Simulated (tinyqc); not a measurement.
Deformation potentials from a strained empirical pseudopotential: one step. Form factors, unstrained and under a volume change. Two cases, with inputs chosen for the exercise.

Problem. q^2 = n (2 pi/a)^2 a0^2 for the shells n = 3, 8, 11; for e = h 1, q^2 is divided by (1 + h)^2 and V by (1 + h)^3. Last column: the change divided by the relative change of volume, (1 + h)^3 - 1.

Diamond lattice, no spin-orbit coupling. Atomic form factor V(q) = a1 (q^2 - a2)/(a3 exp(a4 q^2) - 1) in rydberg with q in 1/bohr, for the unstrained cell. Under a strain e the reciprocal vectors and k go over into (1 + e)^(-1) G, the atoms sit at +/- tau with tau = (1 + e) a (1,1,1)/8 - zeta a (eyz, ezx, exy)/4, and H(G,G') = c |k + G|^2 delta + (V(q)/det(1 + e)) cos(q.tau), q = G - G', with the term q = 0 left out; c = hbar^2/2m0. The basis is fixed before straining: all G with |k + G|^2 up to 16 (2 pi/a)^2. k is given in units of 2 pi/a of the unstrained cell.

Constants: a0 (Bohr radius) = 0.5291772105 angstrom.

Case 1.

Values chosen (out of a larger set: near those of Si; not measured data): a = 5.431 angstrom (lattice constant); A = (0.532, 2.175, 2.048, 0.487) (a1 (Ry bohr^2), a2 (1/bohr^2), a3, a4 (bohr^2)); h = 0.005 (size of the test strain).

Case 2.

Values chosen (out of a larger set: near those of Si; not measured data): a = 5.442 angstrom (lattice constant); A = (0.533, 2.202, 2.034, 0.492) (a1 (Ry bohr^2), a2 (1/bohr^2), a3, a4 (bohr^2)); h = 0.001 (size of the test strain).

Give: Form factors.

Solution.

Case 1.

Form factors:

| n | q^2 (1/bohr^2) | V (Ry) | V expanded (Ry) | dV/(dVol/Vol) (Ry) |
|---|---|---|---|---|
| 3 | 1.12441 | -0.21995 | -0.22065 | -0.0466 |
| 8 | 2.99842 | 0.05601 | 0.05406 | -0.1293 |
| 11 | 4.12283 | 0.07271 | 0.07164 | -0.0711 |

Case 2.

Form factors:

| n | q^2 (1/bohr^2) | V (Ry) | V expanded (Ry) | dV/(dVol/Vol) (Ry) |
|---|---|---|---|---|
| 3 | 1.11987 | -0.22808 | -0.22821 | -0.0457 |
| 8 | 2.98631 | 0.05332 | 0.05293 | -0.1295 |
| 11 | 4.10618 | 0.07079 | 0.07058 | -0.0706 |

Computed by tinyqc, one run a case: `OMP_NUM_THREADS=1 python tinyqc.py N N+1 out.jsonl` with N = 1880788, 1880898; one thread of a shared Intel(R) Xeon(R) Processor @ 2.30GHz, about 0.2 s a run at most.
